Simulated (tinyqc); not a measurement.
Virtual-crystal alloy A(1-x)B(x) in sp3s* tight binding: one step. Levels at X. The numbers come from values chosen for the exercise (A near a published set for Ge, B for Si; such sets place X and L only to about 0.5 eV).

H (eV):
```
             sa         xa          ya          za         s*a          sc         xc         yc         zc
sa    -4.919920          0           0           0           0           0  5.614835i          0          0
xa            0   1.669570           0           0           0  -5.614835i          0          0          0
ya            0          0    1.669570           0           0           0          0          0  4.710565i
za            0          0           0    1.669570           0           0          0  4.710565i          0
s*a           0          0           0           0    6.549180           0  5.305292i          0          0
sc            0  5.614835i           0           0           0   -4.919920          0          0          0
xc   -5.614835i          0           0           0  -5.305292i           0   1.669570          0          0
yc            0          0           0  -4.710565i           0           0          0   1.669570          0
zc            0          0  -4.710565i           0           0           0          0          0   1.669570
s*c           0  5.305292i           0           0           0           0          0          0          0

            s*c
sa            0
xa   -5.305292i
ya            0
za            0
s*a           0
sc            0
xc            0
yc            0
zc            0
s*c    6.549180
```

p roots (eV): 0.003285  3.335855

Problem. Diagonalise H; four bands are filled. The top of the valence band is the lower p root at Gamma.

Give: levels; gap from the valence top to X.

Solution.

levels (eV): -8.6453  -8.6453  -3.0410  -3.0410  1.3268  1.3268  6.3801  6.3801  10.6173  10.6173

gap from the valence top to X = 1.3236 eV

Run: tinyqc, `OMP_NUM_THREADS=1 python tinyqc.py 1482522 1482523 out.jsonl`; Intel(R) Xeon(R) Processor @ 2.30GHz, one thread, shared host; about 0.08 s of CPU time with all checks.
